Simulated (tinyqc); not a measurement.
## Trap density and scattering coefficient from 1/f noise

Inverse problem. f S = K0 (1 + ac mu Cox I/gm)^2 with K0 = q^2 Vt lt Nt/(W L Cox^2), Vt in eV and Nt per eV. Find K0, Nt and ac.

Inputs (values chosen for the exercise): temperature T = 300 K; gate length L = 40 nm; total gate width W = 20 um; gate capacitance Cox = 1.11 uF/cm^2; mobility mu = 200 cm^2/(V s); tunnelling length into the oxide lt = 0.1 nm.

Constants: q = 1.602176634e-19 C, kB = 1.380649e-23 J/K, Vt = kB T/q. Results are converted to the units shown.

I/gm at two biases (V): [0.0342406076, 0.222261486]
f S at these biases (V^2): [7.04310284e-11, 8.87324653e-11]

Solution. sqrt(f S) is linear in I/gm: the intercept is sqrt(K0), and slope over intercept is ac mu Cox.

K0 = 6.73e-11 V^2
Nt = 1.00e17 cm^-3 eV^-1
ac = 3.00e3 V s/C

Program tinyqc, `OMP_NUM_THREADS=1 python tinyqc.py 2150129 2150130 out.jsonl`; Intel Xeon 2.30GHz, shared host, one thread, about 0.01 s.
